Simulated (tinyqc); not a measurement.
Pair-potential crystal by lattice sums: one step, computed by the program tinyqc.

Energy per atom E = (1/2) sum over neighbours of phi(r); d is the nearest-neighbour distance.

Question. Energy and virial pressure. E = (1/2) sum count x phi; P = -(1/(6 Omega)) sum count x r phi', Omega = 0.707107 d^3.

Inputs (values chosen for the exercise, for model atoms): pair minimum r0 = 3.72 angstrom; trial neighbour distance d/r0 = 0.995.

Potential: Mie n-m. Structure: fcc.

Shells:
```
shell  count  r (angstrom)    phi (eV)  phi' (eV/angstrom)  phi'' (eV/angstrom^2)
1         12      3.701400  -0.6580461          -0.0706240               3.891718
2          6      5.234570  -0.1500031           0.1715261              -0.202489
3         24      6.411013  -0.0402118           0.0444432              -0.048849
4         12      7.402800  -0.0131296           0.0154384              -0.016138
5         24      8.276582  -0.0043009           0.0061192              -0.006709
6          8      9.066541  -0.0011272           0.0023650              -0.003257
7         48      9.792984  -0.0001142           0.0006032              -0.001764
```

Constants: 1 eV/angstrom^3 = 160.2176634 GPa.

Give: energy at the trial distance; pressure at the trial distance.

Answer.

energy at the trial distance = -5.018 eV/atom

pressure at the trial distance = -9.034 GPa

The pressure is negative, so the lattice wants to contract.
